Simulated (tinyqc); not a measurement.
Kissinger analysis: growth of a silicide layer between metal and silicon: linear-parabolic kinetics, ramp anneals and Kissinger analysis. Computed by tinyqc, a small Python program. Command: `OMP_NUM_THREADS=1 python tinyqc.py 3027315 3027316 out.jsonl silicide walk`. One thread of a shared host (Intel(R) Xeon(R) Processor @ 2.30GHz), about 0.2 s of CPU time with the checks.

One compound layer of thickness x grows by diffusion through itself and reaction at an interface, dx/dt = 1/(2x/K + 1/v), until the metal is used up at x = a h.

Inputs (values chosen for the exercise, modelled on CoSi2): metal thickness h = 63 nm; silicide formed per metal thickness a = 3.52; prefactor of the parabolic constant K = 2e+13 nm^2/s; activation energy E of K = 2.24 eV; prefactor of the interface velocity v = 4.8e+13 nm/s; activation energy E_v = 2.46 eV.

Constants: k_B = 8.617333262e-05 eV/K.

Method:
- The silicide ends at the thickness a h.
- K = K0 exp(-E/(k_B T)), v = v0 exp(-E_v/(k_B T)).
- Temperatures in kelvin are T(C) + 273.15.
- Ramp from x = 0 at 100 C at the rate beta: dx/dT = (1/beta)/(2x/K + 1/v), integrated adaptively (tolerance 1e-9) until x = a h at T_f.
- Plot ln(beta/T_f^2) against 1/(k_B T_f), T_f in kelvin; minus the least-squares slope estimates the activation energy.

final thickness = 221.76 nm

Ramps:
```
beta (C/s)  T_f (C)  1/(k_B T_f) (1/eV)  ln(beta/T_f^2)
0.03         696.16              11.972         -17.260
0.1          738.35              11.473         -16.141
0.3          780.07              11.018         -15.123
1            829.78              10.522         -14.011
3            879.27              10.070         -13.001
10           938.65               9.576         -11.897
30           998.20               9.128         -10.894
```

Kissinger energy = 2.2380 eV

A thousandfold faster ramp raises the completion temperature by only 302 C. The fit gives 2.238 eV, against E = 2.24 eV for diffusion and E_v = 2.46 eV for the interface: diffusion controls. Caution: nucleation and competing phases are left out; disilicides such as CoSi2 and the low-resistance form of TiSi2 start by nucleation and follow this law at best in part.

Extremes, crossings and ranges named in words are read from the listed rows.
